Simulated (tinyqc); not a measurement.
# Resistance of a source-drain extension with a graded tip: abruptness at a fixed junction position

y runs along the channel, the gate covers y > 0. The doping is N0 for y < y0 and N0 10^(-(y - y0)/la) beyond, uniform over the depth xj. Sheet conductance s(y) = q mu(N) max(N - Nch, 0) xj + (for y > 0) ma Cox Vo, with mu(N) = u0 + (u1 - u0)/(1 + (N/Nr)^au) and Cox = eps0 eox/tox. Current is taken as one-dimensional; depletion of the tip, spreading and the contact are left out. The metallurgical junction lies at yj, where N = Nch.

R_spacer = integral of dy/s from -Ls to 0, R_ov from 0 to yj, R_channel = (Lg - 2 yj)/(ma Cox Vo), R_total = 2 R_spacer + 2 R_ov + R_channel. Electrical length L_eff = ma Cox dR_total/d(1/Vo); R_series = R_total - L_eff/(ma Cox Vo). y0 is moved with la so that yj stays at 7.1532 nm.

Parameters, values chosen for the exercise; mobility law close to that of electrons in silicon:
```
symbol,value,unit,meaning
eox,9.23,,relative permittivity of the gate insulator (close to aluminium oxide)
tox,4.3,nm,insulator thickness
N0,9.4e19,cm^-3,active doping of the extension far from the gate
xj,13,nm,depth of the extension
Nch,1.6e18,cm^-3,channel doping
Ls,20,nm,spacer length
Vo,0.73,V,gate overdrive
ma,100,cm^2/(V s),mobility of the gate-induced layer
u1,1414,cm^2/(V s),mobility at low doping
u0,68.5,cm^2/(V s),mobility at high doping
Nr,9.2e16,cm^-3,reference doping
au,0.711,,exponent
Lg,45,nm,gate length
```

Constants: q = 1.602176634e-19 C, eps0 = 8.8541878128e-14 F/cm where lengths are in cm. Results are converted to the units shown.

The same in every row: yj (nm) = 7.153; R_channel (ohm um) = 221.2.

Abruptness at a fixed junction position:
```
la (nm/decade),R_spacer (ohm um),R_ov (ohm um),R_total (ohm um),L_eff (nm),R_series (ohm um)
1,13.29,8.599,265.0,31.62,37.10
2.3,13.29,14.12,276.1,32.69,40.41
3.6,13.29,19.64,287.1,33.77,43.72
4.9,13.71,24.83,298.3,34.82,47.34
6.1,15.69,28.46,309.5,35.69,52.27
7.4,19.55,31.42,323.2,36.51,59.99
8.7,24.93,33.68,338.4,37.21,70.25
10,31.61,35.45,355.4,37.80,82.90
```

Read the table: what changes, and by how much?

As la goes from 1 to 10 nm/decade, R_total rises from 265 to 355 ohm um, R_spacer rises from 13.3 to 31.6 ohm um and R_ov rises from 8.60 to 35.5 ohm um. R_total changes on average by 10.0 ohm um for each nm/decade. L_eff exceeds the metallurgical length by 0.927 nm in the first row and 7.11 nm in the last, since the gate also controls the lightly doped tips.

Program tinyqc, `OMP_NUM_THREADS=1 python tinyqc.py 2282039 2282040 out.jsonl`; Intel Xeon 2.30GHz, shared host, one thread, about 0.06 s.
